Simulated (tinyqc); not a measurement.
Inside a calculation. Method: extended Hueckel theory, for H3+. The parameters take no account of the charge, which enters only through the electron count. One step of it, computed by the program tinyqc.

Problem. Wolfsberg-Helmholz matrix. H_ij = K' S_ij (H_ii + H_jj)/2 for i != j (the diagonal keeps H_ii), with K' = K + D^2 + D^4 (1 - K), D = (H_ii - H_jj)/(H_ii + H_jj), K = 1.5.

overlap S:
```
          1H 1s     2H 1s     3H 1s
1H 1s  1.000000  0.568026  0.568136
2H 1s  0.568026  1.000000  0.568136
3H 1s  0.568136  0.568136  1.000000
```

diagonal H_ii (eV): 1H 1s -13.600000, 2H 1s -13.600000, 3H 1s -13.600000

K = 1.500000

Give: H.

Solution.

H (eV):
```
         1H 1s    2H 1s    3H 1s
1H 1s  -13.600  -11.588  -11.590
2H 1s  -11.588  -13.600  -11.590
3H 1s  -11.590  -11.590  -13.600
```
